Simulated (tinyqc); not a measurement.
# Surface potential of a MOS transistor: implicit equation and explicit approximations: effects of single changes

p-type body, charge-sheet picture, depletion and inversion only, full ionisation (an idealisation for deep acceptors), Boltzmann statistics (rough once Na exp(x - xn) passes about Nc/7). In units of Vt: xg = (Vg - Vfb)/Vt, x = psi/Vt, G = gamma/sqrt(Vt), xn = (2 phiF + Vc)/Vt. The implicit equation is (xg - x)^2 = G^2 [x - 1 + exp(x - xn)] for x above about 3. Cox = eps0 eox/tox.

Parameters, values chosen for the exercise; band and dielectric values close to those of silicon:
```
symbol,value,unit,meaning
T,350,K,temperature
Eg,1.12,eV,band gap
eps_r,11.9,,relative permittivity
Nc,3.53e19,cm^-3,conduction-band density of states at T
Nv,3.39e19,cm^-3,valence-band density of states at T
eox,22.5,,relative permittivity of the gate insulator (close to hafnium oxide)
tox,4.8,nm,insulator thickness
Na,1.8e16,cm^-3,acceptor density
Vfb,-0.6,V,flat-band voltage
Vc,0.2,V,channel-body voltage
Vg,0.94,V,gate-body voltage
```

Constants: q = 1.602176634e-19 C, kB = 1.380649e-23 J/K, Vt = kB T/q, eps0 = 8.8541878128e-14 F/cm where lengths are in cm. Results are converted to the units shown.

Each table varies one quantity; the others keep the values above.

## Accuracy of the approximations against gate voltage

ni = sqrt(Nc Nv) exp(-Eg/(2 Vt)), Eg in volts; phiF = Vt ln(Na/ni); gamma = sqrt(2 q eps0 eps_r Na)/Cox; VT = Vfb + Vt (xn + G sqrt(xn - 1)). Depletion value a = 1 + [sqrt(G^2/4 + xg - 1) - G/2]^2; inversion value b = xn + ln[(xg - xn)^2/G^2 - xn + 1] and first guess y = min(a, b) - ln(1 + exp(-|a - b|)) if a > xn + 1, else b = y = a; one second-order correction with D = exp(y - xn), p = 2 (xg - y) + G^2 (1 + D), w = (xg - y)^2 - G^2 (y - 1 + D): z = y + 2 w/(p + sqrt(p^2 - 2 (2 - G^2 D) w)), or the Newton step z = y + w/p where the root is not real. N_inv = (Cox Vt G/q) [sqrt(x - 1 + exp(x - xn)) - sqrt(x - 1)] at the root. Lambert form (Cox m Vt/q) W0[(G/(2 m sqrt(xn - 1))) exp((Vg - VT)/(m Vt))], m = 1 + G/(2 sqrt(xn - 1)). Errors under 1e-4 mV, and the linear form below VT, are printed as 0.

Accuracy of the approximations against gate voltage:
```
Vg (V),psi (V),x - xn,error of y (mV),error of z (mV),N_inv (cm^-2),Cox (Vg - VT)/q (cm^-2),Lambert form (cm^-2)
-0.12,0.46758,-13.141,0,0,21787,0,15447
0.08,0.66503,-6.5939,4.81e-4,0,1.2605e7,0,1.0949e7
0.28,0.86257,-0.044422,0.291,0,7.6275e9,0,7.6862e9
0.48,1.0275,5.4224,29.1,-8.09,8.7532e11,5.1535e12,1.2012e12
0.68,1.1041,7.9631,51.3,25.0,4.0529e12,1.0334e13,5.2221e12
0.88,1.1435,9.2692,36.6,14.6,8.2042e12,1.5515e13,9.8983e12
1.08,1.1688,10.107,28.2,9.46,1.2724e13,2.0696e13,1.4764e13
1.28,1.1871,10.716,23.1,6.69,1.7426e13,2.5877e13,1.9716e13
1.48,1.2014,11.191,19.6,-3.65,2.2232e13,3.1058e13,2.4719e13
```

psi rises from 0.468 to 1.20 V and ends 11 Vt above 2 phiF + Vc. Among the rows the first guess is off by at most 51 mV (at Vg = 0.68 V) and the corrected value by at most 25 mV. In the last row the linear form is 40 % above N_inv and the Lambert form 11 % above it; in the first row the Lambert form is 29 % below it. For Vg = 0.68, 0.88, 1.08, 1.28, 1.48 the electron quasi-Fermi level lies less than 2 Vt below the band edge at the surface, or above it, where degeneracy and confinement, left out, matter.

## Effect of the channel-body voltage at fixed gate voltage

Same model as above.

Result of one run:
```
Vc (V),psi (V),x - xn,error of y (mV),error of z (mV),N_inv (cm^-2),Cox (Vg - VT)/q (cm^-2),Lambert form (cm^-2)
0.8,1.516,1.722,0.903,0,3.278e10,1.389e12,3.422e10
```

What becomes of these results when the channel-body voltage Vc is changed from 0.8 to 0.4 V, all else the same?

Result of the changed run:
```
Vc (V),psi (V),x - xn,error of y (mV),error of z (mV),N_inv (cm^-2),Cox (Vg - VT)/q (cm^-2),Lambert form (cm^-2)
0.4,1.318,8.430,46.1,21.2,5.194e12,1.184e13,6.477e12
```

The whole series:
```
Vc (V),psi (V),x - xn,error of y (mV),error of z (mV),N_inv (cm^-2),Cox (Vg - VT)/q (cm^-2),Lambert form (cm^-2)
0,0.9748,10.31,26.5,8.46,1.417e13,2.231e13,1.639e13
0.2,1.152,9.554,33.6,12.7,9.534e12,1.707e13,1.134e13
0.4,1.318,8.430,46.1,21.2,5.194e12,1.184e13,6.477e12
0.6,1.457,6.399,45.6,18.5,1.571e12,6.612e12,2.080e12
0.8,1.516,1.722,0.903,0,3.278e10,1.389e12,3.422e10
1,1.517,-4.868,1.77e-3,0,4.628e7,0,4.411e7
1.2,1.517,-11.50,0,0,6.103e4,0,5.473e4
1.4,1.517,-18.13,0,0,80.47,0,68.18
```

As Vc goes from 0 to 1.4, psi rises from 0.975 to 1.52 V, x - xn falls from 10.3 to -18.1 and N_inv falls from 1.42e13 to 80.5 cm^-2. The Lambert form lies between 0.847 and 1.32 times N_inv. psi follows Vc only while the surface is inverted; once x falls below xn it settles at the depletion value. For Vc = 0, 0.2, 0.4, 0.6 the electron quasi-Fermi level lies less than 2 Vt below the band edge at the surface, or above it, where degeneracy and confinement, left out, matter.

Computed by the program tinyqc: `OMP_NUM_THREADS=1 python tinyqc.py 2122099 2122100 out.jsonl`, one thread of a shared Intel Xeon 2.30GHz, about 0.01 s for the whole run.
